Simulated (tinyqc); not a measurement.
Inside a calculation: optical gain and spontaneous emission in a bulk direct-gap semiconductor. Values are carried at full precision from step to step, so a last printed digit may differ when a step is redone from the rounded ones.

F_j(eta) = (1/Gamma(j + 1)) integral_0^infinity x^j dx/(1 + exp(x - eta)), which tends to exp(eta) for eta << 0.

Quasi-Fermi levels: n = Nc F_1/2(Fc/kT) and p = Nv F_1/2(Fv/kT), Fc counted up from the conduction edge and Fv down from the valence edge; Nc, Nv from N = 2 (m kB T/(4 pi c))^(3/2) with c = hbar^2/2m0, in 1/angstrom^3; times 1e24 for 1/cm^3, with me and (mhh^(3/2) + mlh^(3/2))^(2/3).

Constants: hbar^2/2m0 = 3.80998211 eV angstrom^2; kB = 8.617333262e-05 eV/K; fine-structure constant alpha = 0.007297352564; hbar = 6.58211957e-16 eV s; hbar c = 1973.269805 eV angstrom.

Parameters, chosen for this exercise (near those of GaN; the results hold for these values, not for the real material): me = 0.1948 m0 (electron mass); mhh = 1.365 m0 (heavy-hole mass); mlh = 0.3042 m0 (light-hole mass); n = 8.3e+18 1/cm^3 (injected density, n = p); T = 350 K; Eg = 3.335 eV (direct gap); Ep = 17.7 eV (Kane energy); nr = 2.63 (refractive index); E = 3.419 eV (photon energy).

## Quasi-Fermi levels

Solve for Fc and Fv.

kT = 0.030161 eV
Nc = 2.719e+18 1/cm^3
Nv = 5.574e+19 1/cm^3
Fc = 0.0649 eV
Fv = -0.0559 eV
Fc + Fv = 0.0091 eV

The separation of the quasi-Fermi levels exceeds the gap, so photons between Eg and Eg + (Fc + Fv) see gain. The quasi-Fermi level of the electrons lies inside the band, that of the holes in the gap.

## Absorption of the empty crystal

Parabolic bands, vertical transitions, no excitons. For each hole band j: mr = me mj/(me + mj); joint density of states J_j(E) = (mr/c)^(3/2) sqrt(E - Eg)/(2 pi^2), both spins, c = hbar^2/2m0; averaged matrix element |e.p|^2 = m0 Ep/6; alpha_j(E) = 4 pi^2 alpha_f c Ep J_j/(3 nr E) in 1/angstrom (alpha_f the fine-structure constant, listed as alpha among the constants), times 1e8 for 1/cm.

Evaluate at E for heavy and light holes.

mr, J and alpha of each hole band:

| hole | mr (m0) | J (1/(eV angstrom^3)) | alpha (1/cm) |
|---|---|---|---|
| heavy | 0.17047 | 0.0001390 | 10008.1 |
| light | 0.11875 | 8.080e-05 | 5818.9 |

The heavy-hole band gives 63 % of the total, 15827 1/cm.

## Occupations and gain at E

For band j the electron sits at Ee = (E - Eg) mr/me above its edge and the hole at Eh = (E - Eg) mr/mj; fe = 1/(1 + exp((Ee - Fc)/kT)), fh = 1/(1 + exp((Eh - Fv)/kT)); gain g = sum_j alpha_j (fe + fh - 1).

Use mr and alpha from the table.

Energies, occupations and gain of each hole band:

| hole | Ee (eV) | Eh (eV) | fe | fh | g (1/cm) |
|---|---|---|---|---|---|
| heavy | 0.0735 | 0.0105 | 0.429 | 0.100 | -4712 |
| light | 0.0512 | 0.0328 | 0.612 | 0.050 | -1966 |

total gain = -6677 1/cm

E - Eg = 0.0840 eV is above Fc + Fv = 0.0091 eV, so both bands give loss (Bernard-Duraffourg).

## Spontaneous emission

Spontaneous rate: R = integral of (nr E/(hbar c))^2/(pi^2 hbar) sum_j alpha_j fe fh dE, with alpha in 1/cm and (nr E/(hbar c))^2 in 1/cm^2 (1e16 per 1/angstrom^2); B = R/(n p); lifetime n/R.

Integrate over photon energy.

R = 2.88e+27 1/(cm^3 s)
B = 4.17e-11 cm^3/s
radiative lifetime = 2.89 ns

## Checks

- B at n = 1e13 1/cm^3 against the van Roosbroeck-Shockley value from alpha and ni^2 (cm^3/s): both 5.29e-11.

tinyqc: `OMP_NUM_THREADS=1 python tinyqc.py 1650639 1650640 out.jsonl`; about 0.07 s, one thread, shared Intel(R) Xeon(R) Processor @ 2.30GHz.
